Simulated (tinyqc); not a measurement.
Anisotropic wet etching of Si(100): plane rates, V-grooves, membranes and undercut: one step, computed by the program tinyqc. Command: `OMP_NUM_THREADS=1 python tinyqc.py 3012311 3012312 out.jsonl wetetch walk`. One thread of a shared host (Intel(R) Xeon(R) Processor @ 2.30GHz), about 0.01 s of CPU time with the checks.

A long slot opens the mask on a (100) wafer. The floor etches at R100; (111) walls stand at theta = arctan(sqrt2) = 54.7356 degrees to the surface and recede at R111 along their normal.

Problem. Shape after the time t. A misaligned edge exposes ledges and adds R100 sin(misalignment) to the lateral rate (a simple estimate): u = R111/sin(theta) + R100 sin(misalignment). Top width W = w + 2 u t; floor width b = W - 2 z/tan(theta) = W - sqrt2 z. The floor lasts until b = 0, at t_V = w/(sqrt2 R100 - 2u); depth z = R100 t before t_V and W/sqrt2 after.

Inputs (values chosen for the exercise, close to those used for tetramethylammonium hydroxide solutions):
```
quantity                                                                  value     unit
bath temperature T                                                           80        C
width w (mask opening along <110>, or membrane width in the design step)    160       um
misalignment of the mask                                                    0.5  degrees
etch time t                                                                  17      min
```

R100 = 0.6020604 um/min

R111 = 0.04300432 um/min

Give: lateral rate u; time t_V to close the V; top width W; depth z; floor width b.

Solution.

lateral rate u = 0.057923 um/min

time t_V to close the V = 217.51 min

top width W = 161.97 um

depth z = 10.235 um

floor width b = 147.49 um

The floor remains; undercut per side is 0.985 um, 9.62 % of the depth.
